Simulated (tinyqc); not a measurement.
Non-radiative capture by multiphonon emission, one effective mode: one step, computed by the program tinyqc.

The initial state (free carrier plus empty centre) lies dE above the final state; both have the same frequency and are displaced by dQ.

Question. Scaled coefficient, cross-section and lifetime. Sommerfeld factor of a repulsive centre: s(k) = 2 pi nu/(exp(2 pi nu) - 1), nu = sqrt(Ry*/E), Ry* = Ry m/eps^2, averaged over (2/sqrt(pi)) sqrt(x) exp(-x) dx with x = E/k_B T = t^2 (trapezoid, t to 6 in steps of 0.01). C = s C_0; v = sqrt(3 k_B T/m); sigma = C/v; tau = 1/(C N_t).

Inputs (values chosen for the exercise, with mass, screening and phonons like those of GaAs):
```
quantity                 value   unit
carrier mass m           0.068    m_0
dielectric constant eps   13.4      -
temperature T              400      K
defect density N_t       3e+14  cm^-3
```

Centre: repulsive.

C_0 = 5.061769e-13 cm^3/s

Constants: Ry = 13.605693123 eV; k_B = 8.617333262e-05 eV/K; k_B = 1.380649e-23 J/K; m_0 = 9.1093837015e-31 kg.

Give: Sommerfeld factor s; capture coefficient C; thermal velocity v; cross-section sigma; capture time.

Answer.

Sommerfeld factor s = 0.2648

capture coefficient C = 1.340e-13 cm^3/s

thermal velocity v = 5.172e+07 cm/s

cross-section sigma = 2.592e-21 cm^2

capture time = 0.02487 s

Caution: the largest term is not the one nearest energy conservation, so C_0 depends strongly on the broadening b.
